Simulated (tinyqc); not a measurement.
From results back to parameters: Kronig-Penney superlattice by transfer matrices. Three cases, with inputs chosen for the exercise.

Problem. The bottom of the first miniband was computed from a hidden barrier width b.

Wells (width a, potential 0, mass mw) alternate with barriers (width b, height V0, mass mb); period d = a + b; c = hbar^2/2m0. The vector (psi, psi'/m) is continuous, and a layer of thickness t carries it by M = [[cos kt, (m/k) sin kt], [-(k/m) sin kt, cos kt]] with k = sqrt(m (E - V)/c); for E < V, k = i kappa gives [[cosh, (m/kappa) sinh], [(kappa/m) sinh, cosh]] of kappa t. A Bloch state obeys cos(q d) = tr(Mb Mw)/2.

Constants: hbar^2/2m0 = 3.80998211 eV angstrom^2.

Find: k; kappa; tanh(kappa b/2); b.

Method. At q = 0 the lowest state is even about the centres of well and barrier: cos(kz) joins cosh, so (k/mw) tan(k a/2) = (kappa/mb) tanh(kappa b/2), which gives b.

Case 1.

Values chosen (near those of a GaAs superlattice with barriers of AlGaAs; shifted at random, so the results belong to these values and not to a real crystal): a = 77 angstrom (well width); V0 = 0.186 eV (barrier height); mw = 0.0679 m0 (mass in the wells); mb = 0.0861 m0 (mass in the barriers).

bottom of band 1 = 0.0341706 eV

Solution.

k = 0.02468 1/angstrom
kappa = 0.05858 1/angstrom
tanh(kappa b/2) = 0.7472
b = 33.0 angstrom

Case 2.

Values chosen (near those of the light valleys of a Si film between layers of SiO2; shifted at random, so the results belong to these values and not to a real crystal): a = 12 angstrom (well width); V0 = 3.124 eV (barrier height); mw = 0.189 m0 (mass in the wells); mb = 0.512 m0 (mass in the barriers).

bottom of band 1 = 0.4843442 eV

Solution.

k = 0.15501 1/angstrom
kappa = 0.59559 1/angstrom
tanh(kappa b/2) = 0.9454
b = 6.0 angstrom

Case 3.

Values chosen (near those of the light valleys of a Si film between layers of SiO2; shifted at random, so the results belong to these values and not to a real crystal): a = 20 angstrom (well width); V0 = 3.048 eV (barrier height); mw = 0.187 m0 (mass in the wells); mb = 0.515 m0 (mass in the barriers).

bottom of band 1 = 0.2443979 eV

Solution.

k = 0.10952 1/angstrom
kappa = 0.61560 1/angstrom
tanh(kappa b/2) = 0.9514
b = 6.0 angstrom

Computed by tinyqc, one run a case: `OMP_NUM_THREADS=1 python tinyqc.py N N+1 out.jsonl` with N = 1280133, 1280216, 1280245; one thread of a shared Intel(R) Xeon(R) Processor @ 2.30GHz, about 0.09 s a run at most.
